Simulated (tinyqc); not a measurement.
WKB tunnelling through a gate dielectric with a two-band (Franz) dispersion: one step. The integrals by Simpson's rule. Three cases, with inputs chosen for the exercise.

Task: Weights 1, 4, 2, 4, 2, 4, 2, 4, 1 times a third of the spacing.

Case 1.

kappa (1/angstrom):
```
x (angstrom)    u (eV)  parabolic     Franz
0.00000       1.650000   0.354388  0.304973
2.71875       1.443750   0.331500  0.291455
5.43750       1.237500   0.306909  0.275437
8.15625       1.031250   0.280169  0.256451
10.87500      0.825000   0.250590  0.233773
13.59375      0.618750   0.217018  0.206191
16.31250      0.412500   0.177194  0.171352
19.03125      0.206250   0.125295  0.123247
21.75000      0.000000   0.000000  0.000000
```

Case 2.

kappa (1/angstrom):
```
x (angstrom)    u (eV)  parabolic     Franz
0.00000       3.050000   0.613391  0.496569
3.50000       3.000000   0.608342  0.494600
7.00000       2.950000   0.603252  0.492553
10.50000      2.900000   0.598117  0.490426
14.00000      2.850000   0.592939  0.488218
17.50000      2.800000   0.587715  0.485929
21.00000      2.750000   0.582444  0.483556
24.50000      2.700000   0.577124  0.481100
28.00000      2.650000   0.571756  0.478558
```

Case 3.

kappa (1/angstrom):
```
x (angstrom)    u (eV)  parabolic     Franz
0.00000       2.870000   0.588652  0.491197
3.75000       2.657500   0.566440  0.480234
7.50000       2.445000   0.543321  0.467784
11.25000      2.232500   0.519174  0.453723
15.00000      2.020000   0.493848  0.437897
18.75000      1.807500   0.467150  0.420106
22.50000      1.595000   0.438831  0.400087
26.25000      1.382500   0.408555  0.377488
30.00000      1.170000   0.375846  0.351811
```

Give: integral of kappa dx.

Result:

Case 1.

integral of kappa dx: parabolic 5.111, Franz 4.690

Case 2.

integral of kappa dx: parabolic 16.599, Franz 13.664

Case 3.

integral of kappa dx: parabolic 14.702, Franz 12.976

Computed by tinyqc, one run a case: `OMP_NUM_THREADS=1 python tinyqc.py N N+1 out.jsonl` with N = 1450041, 1450211, 1450313; one thread of a shared Intel(R) Xeon(R) Processor @ 2.30GHz, about 0.01 s a run at most.
